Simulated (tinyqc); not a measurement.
Worked calculation: charge control and current of a heterostructure field-effect transistor. Computed by tinyqc, a small Python program that keeps every step. Command: `OMP_NUM_THREADS=1 python tinyqc.py 3026332 3026333 out.jsonl hemt walk`. One thread of a shared host (Intel(R) Xeon(R) Processor @ 2.30GHz), about 0.01 s of CPU time with the checks. Intermediate numbers are printed to about 7 digits and carried at full precision; extremes and crossings named in words are read from the listed rows.

Two subbands in a triangular well; E_F is counted from the conduction band edge of the channel at the interface.

Inputs (values chosen for the exercise, modelled on AlGaAs/GaAs):

| quantity | value | unit |
|---|---|---|
| channel mass m | 0.066 | m_0 |
| permittivity eps (barrier and channel) | 12.6 | - |
| barrier thickness d | 40 | nm |
| Schottky barrier phi_B | 0.96 | eV |
| conduction band offset dE_c | 0.22 | eV |
| delta-doping density N_d | 3.4e+12 | 1/cm^2 |
| gate voltage V_G | 0 | V |
| mobility mu | 5700 | cm^2/(V s) |
| saturation velocity v_s | 1.5 | 1e7 cm/s |
| gate length L | 270 | nm |
| source resistance R_S | 0.14 | ohm mm |
| temperature T | 77 | K |
| mixing | 0.5 | - |
| iteration cap | 200 | - |
| spacer between delta layer and channel | 2.6 | nm |

Charge source: delta doping. Velocity law: smooth.

Constants: e = 1.602176634e-19 C; eps_0 = 8.8541878128e-12 F/m; k_B = 8.617333262e-05 eV/K; hbar = 1.054571817e-34 J s; m_0 = 9.1093837015e-31 kg; k_B = 1.380649e-23 J/K.

## Threshold and barrier capacitance

Threshold V_T = phi_B - dE_c - e N_d (d - spacer)/(eps eps_0) (in volts); C_b = eps eps_0/d.

threshold voltage V_T = -1.086172 V

barrier capacitance C_b = 0.2789069 microfarad/cm^2

The device is normally on.

## First iteration

Charge control: n_s = C_b (V_G - V_T - E_F/e)/e. Well: mean field F = e n_s/(2 eps eps_0), E_i = (hbar^2/2m)^(1/3) [(3 pi e F/2)(i + 3/4)]^(2/3), i = 0, 1; n_s = D k_B T sum_i ln(1 + exp((E_F - E_i)/k_B T)), D = m/(pi hbar^2), which is solved in closed form for E_F. Iteration from n_s = C_b (V_G - V_T)/(2e): E_F from n_s, n_out from the charge control, n_new = n_s + mixing (n_out - n_s), kept above n_s/10; stop when |n_out/n_s - 1| < 1e-9.

starting n_s = 9.454040e+11 1/cm^2

E_0 = 69.26497 meV

E_1 = 121.8517 meV

E_F = 103.1318 meV

n_out = 1.711276e+12 1/cm^2

Caution: a density of n_out would put E_F above the conduction band minimum of the barrier, where parallel conduction sets in.

## Sheet density

The formulas are those given above.

Course of the iteration:

| iteration | n_s (1/cm^2) | E_F (meV) | \|n_out/n_s - 1\| |
|---|---|---|---|
| 1 | 9.454040e+11 | 103.1318 | 8.101004e-01 |
| 2 | 1.328340e+12 | 134.6526 | 2.469734e-01 |
| 3 | 1.492372e+12 | 147.5815 | 9.483270e-02 |
| 4 | 1.563135e+12 | 153.0734 | 3.915373e-02 |
| 5 | 1.593737e+12 | 155.4335 | 1.662307e-02 |
| 6 | 1.606983e+12 | 156.4524 | 7.139248e-03 |
| 7 | 1.612719e+12 | 156.8932 | 3.081179e-03 |
| ... | ... | ... | ... |
| 19 | 1.617102e+12 | 157.2297 | 1.341315e-07 |
| 20 | 1.617102e+12 | 157.2297 | 5.810325e-08 |
| 21 | 1.617102e+12 | 157.2297 | 2.516924e-08 |
| 22 | 1.617102e+12 | 157.2297 | 1.090285e-08 |
| 23 | 1.617102e+12 | 157.2297 | 4.722909e-09 |
| 24 | 1.617102e+12 | 157.2297 | 2.045876e-09 |
| 25 | 1.617102e+12 | 157.2297 | 8.862351e-10 |

sheet density n_s = 1.617102e+12 1/cm^2

Converged in 25 iterations.

## Levels and gate capacitance

C_g = e dn_s/dV_G = 1/(1/C_b + 1/C_q), 1/C_q = d(E_F/e)/d(e n_s) by a central difference of +/- 0.1 % in n_s; added distance dd = eps eps_0/C_q.

E_0 = 99.06655 meV

E_1 = 174.2789 meV

E_F = 157.2297 meV

share in the second subband = 0.8347342 %

gate capacitance C_g = 0.2460283 microfarad/cm^2

added distance dd = 5.345495 nm

C_g is 88 % of C_b: the finite density of states and the rise of E_0 act as 5.3 nm of extra barrier.

## Saturation current

With V = e n_s/C_g and V_c = v_s L/mu: for v = mu F/(1 + mu F/v_s), V_Dsat = V_c (sqrt(1 + 2V/V_c) - 1) and I/W = C_g v_s (V - V_Dsat); g_m = dI/dV; extrinsic g_m/(1 + g_m R_S); f_T = g_m/(2 pi C_g L).

V = 1.053083 V

V_c = 0.07105263 V

V_Dsat = 0.3222630 V

saturation current I/W = 269.7038 mA/mm

intrinsic g_m = 302.3748 mS/mm

extrinsic g_m = 290.0944 mS/mm

intrinsic f_T = 72.44641 GHz

V/V_c = 14.82: velocity saturation rules; I is 69 % of e n_s v_s = 389 mA/mm.

## Gate length

The formulas are those given above.

Scaling; the last columns are v_s/(2 pi L) and mu V/(2 pi L^2):

| L (nm) | I/W (mA/mm) | g_m (mS/mm) | extrinsic g_m (mS/mm) | f_T (GHz) | velocity limit (GHz) | mobility limit (GHz) |
|---|---|---|---|---|---|---|
| 30 | 343.8696 | 346.4904 | 330.4602 | 7.471452e+02 | 795.7747 | 1.061488e+05 |
| 60 | 326.9091 | 337.2084 | 322.0068 | 3.635651e+02 | 397.8874 | 2.653721e+04 |
| 120 | 304.4010 | 324.1889 | 310.1139 | 1.747640e+02 | 198.9437 | 6.634303e+03 |
| 250 | 273.4098 | 304.8138 | 292.3386 | 7.887323e+01 | 95.4930 | 1.528543e+03 |
| 500 | 236.9397 | 279.5546 | 269.0256 | 3.616860e+01 | 47.7465 | 3.821358e+02 |
| 1000 | 194.3441 | 246.0518 | 237.8582 | 1.591701e+01 | 23.8732 | 9.553396e+01 |
| 2000 | 148.4729 | 204.0300 | 198.3639 | 6.599318e+00 | 11.9366 | 2.388349e+01 |
| 5000 | 91.1335 | 140.2023 | 137.5033 | 1.813928e+00 | 4.7746 | 3.821358e+00 |

f_T scales as L^-1.04 at the short end and L^-1.41 at the long end; the two limits cross at L = mu V/v_s = 4000 nm. g_m tends to C_g v_s = 369 mS/mm, and R_S cuts it by 5 % at the shortest gate. Fringe capacitances and short-channel effects, left out, lower f_T once L is below about ten barrier thicknesses.

Checks made by the program: iterated density against a bracketing root search (relative difference 8e-10).
